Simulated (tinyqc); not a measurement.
Comparisons within one model: six-band Luttinger-Kohn model with strain. A value that a table varies takes the place of the one given here.

Six-band Luttinger-Kohn model in the basis |3/2,3/2>, |3/2,1/2>, |3/2,-1/2>, |3/2,-3/2>, |1/2,1/2>, |1/2,-1/2>, electron energies, zero at the top of the unstrained valence band. H = -[rows: (P+Q, -S, R, 0, -S/r2, r2 R); (-S*, P-Q, 0, R, -r2 Q, r32 S); (R*, 0, P-Q, S, r32 S*, r2 Q); (0, R*, S*, P+Q, -r2 R*, -S*/r2); (-S*/r2, -r2 Q, r32 S, -r2 R, P+Dso, 0); (r2 R*, r32 S*, r2 Q, -S/r2, 0, P+Dso)], r2 = sqrt(2), r32 = sqrt(3/2). Levels are twofold.

P = c g1 k^2 - av tr(e); Q = c g2 (kx^2 + ky^2 - 2 kz^2) - (b/2)(exx + eyy - 2 ezz); R = c sqrt3 [-g2 (kx^2 - ky^2) + 2i g3 kx ky] + (sqrt3/2) b (exx - eyy) - i d exy; S = 2 c sqrt3 g3 (kx - i ky) kz - d (exz - i eyz); c = hbar^2/2m0, e the strain tensor (not engineering shear).

s11 = (C11 + C12)/((C11 - C12)(C11 + 2 C12)), s12 = -C12/((C11 - C12)(C11 + 2 C12)), s44 = 1/C44; exx = s11 sxx + s12 (syy + szz) and cyclic, exy = s44 sxy/2; tension is positive. A uniaxial stress X along the unit vector n is s_ij = X n_i n_j.

Constants: hbar^2/2m0 = 3.80998211 eV angstrom^2.

Inputs chosen for the exercise (near those of GaSb; the results hold for these values, not for the real material):
- Dso = 0.747 eV (spin-orbit splitting)
- g1 = 13.42 (Luttinger gamma1)
- g2 = 4.73 (gamma2)
- g3 = 6 (gamma3)
- av = 0.81 eV (valence hydrostatic potential)
- b = -2.05 eV (tetragonal shear potential)
- d = -4.78 eV (trigonal shear potential)
- C11 = 88.9 GPa
- C12 = 39.7 GPa
- C44 = 43.9 GPa
- load = uniaxial [001] (kind of stress)
- X1 = 1.5 GPa (size of the stress)
- E_h = 10 meV (hole energy below the top)
- X = -2.35 GPa (stress)

## Sweep of a uniaxial [001] stress

Edges at k = 0 and curvature masses of the top pair along [110] and [001] (step 0.0002 1/angstrom); at zero stress the top is fourfold and has no single curvature.

Edges and masses:
```
X (GPa)  top (eV)  second (eV)  third (eV)  splitting (meV)  m [110]  m [001]
-3.00      0.1450      -0.1394     -0.7959            284.5    0.157    0.036
-2.00      0.0901      -0.0930     -0.7730            183.1    0.144    0.038
-1.00      0.0412      -0.0465     -0.7562             87.7    0.129    0.040
0.00       0.0000       0.0000     -0.7470              0.0        -        -
1.00       0.0465      -0.0320     -0.7471             78.4    0.055    0.253
2.00       0.0930      -0.0534     -0.7577            146.4    0.055    0.253
3.00       0.1394      -0.0638     -0.7793            203.3    0.055    0.253
```

What does this show, and why?

The splitting reaches 284.5 meV under compression and 203.3 meV under the same tension; linear shear terms alone would make the two equal, and the difference comes from the coupling to the split-off band. At the ends of the sweep the top pair has a mass along [110] of 0.157 under compression and 0.055 under tension, so tension gives the lighter holes along [110]; along [001] it has 0.036 and 0.253. The top edge itself moves by +145 and +139 meV. The ends of the sweep mean strains up to 4.7 %, beyond the range of linear deformation potentials.

## Which stress helps holes along [110]

Each load has size X1 (biaxial: sxx = syy); masses are curvatures of the top pair at k = 0.

Results:
```
load                         splitting (meV)  top edge (meV)  m [110]  m [001]
uniaxial [110], compression            108.9            50.5    0.037    0.147
uniaxial [110], tension                 95.9            58.9    0.421    0.050
uniaxial [100], compression            134.5            64.8    0.061    0.137
uniaxial [100], tension                113.8            69.7    0.090    0.055
uniaxial [111], compression             99.9            45.5    0.048    0.075
uniaxial [111], tension                 88.0            54.4    0.135    0.075
biaxial (001), compression             113.8            48.1    0.055    0.253
biaxial (001), tension                 134.5            86.5    0.137    0.039
```

How do the results move?

The lightest mass along [110] (0.037) comes with uniaxial [110], compression. The largest splitting (134.5 meV) comes with uniaxial [100], compression; biaxial (001), tension. The heaviest mass along [001] (0.253), which lowers the confinement energy in a (001) channel, comes with biaxial (001), compression. The splitting per GPa follows b (s11 - s12) for loads along cube axes and d s44 for [111]: here 2 |b| (s11 - s12) = 83.3 and |d| s44/sqrt3 = 62.9 meV per GPa in the limit of large Dso; where the splitting nears Dso, mixing with the split-off band makes it depend on the sign of the load.

## Warping of the constant-energy contours (six-band Luttinger-Kohn model)

No strain (e = 0). In the plane kz = 0, |k| where the top and second pairs lie E_h below the top, against the angle from [100]; m = c k^2/E_h.

Contours:
```
angle (degrees)  k top (1/angstrom)  k second (1/angstrom)  m top (m0)  m second (m0)
0                            0.0257                 0.0107       0.253          0.044
9                            0.0264                 0.0107       0.266          0.044
18                           0.0285                 0.0106       0.309          0.043
27                           0.0316                 0.0104       0.381          0.042
36                           0.0350                 0.0103       0.466          0.041
45                           0.0365                 0.0103       0.509          0.040
```

What does this show?

The heavy contour reaches 1.420 times as far along [110] as along [100], the light one 0.960 times. The warping follows g3 - g2 = 1.27 and would vanish for g2 = g3. Along [100] the heavy mass is 1/(g1 - 2 g2) = 0.253 at any energy, while the light one is 0.0439, against 1/(g1 + 2 g2) = 0.0437 at the edge, for E_h/Dso = 0.01.

## What each parameter does

Edges at k = 0 under a uniaxial [001] stress X and the curvature mass of the top pair along [110] (step 0.0002 1/angstrom). Each row changes one parameter from the base and keeps the others.

Results:
```
case             top (eV)  second (eV)  third (eV)  mass (m0)
base               0.1087      -0.1092     -0.7804      0.149
Dso = 0.896 eV     0.1055      -0.1092     -0.9262      0.143
C12 = 31.76 GPa    0.0886      -0.0968     -0.7763      0.144
C11 = 71.12 GPa    0.1902      -0.1660     -0.8091      0.166
g1 = 16.104        0.1087      -0.1092     -0.7804      0.106
d = -5.736 eV      0.1087      -0.1092     -0.7804      0.149
g3 = 7.2           0.1087      -0.1092     -0.7804      0.149
av = 0.648 eV      0.1110      -0.1070     -0.7782      0.149
```

How do the results move?

The largest shifts from the base row, up to three for each result and ties (the steps differ in size, so this ranks the rows, not the parameters). top (eV): C11 +0.0815, C12 -0.0201, Dso -0.0032; unchanged at the printed digits by g1, d and g3. second (eV): C11 -0.0567, C12 +0.0124, av +0.0023; unchanged at the printed digits by Dso, g1, d and g3. third (eV): Dso -0.1458, C11 -0.0287, C12 +0.0042; unchanged at the printed digits by g1, d and g3. mass (m0): g1 -0.042, C11 +0.017, Dso -0.005, C12 -0.005; unchanged at the printed digits by d, g3 and av. The Luttinger parameters multiply k^2 and cannot move the edges; av shifts all edges alike and leaves the mass.

tinyqc: `OMP_NUM_THREADS=1 python tinyqc.py 1080186 1080187 out.jsonl`; about 0.1 s, one thread, shared Intel(R) Xeon(R) Processor @ 2.30GHz.
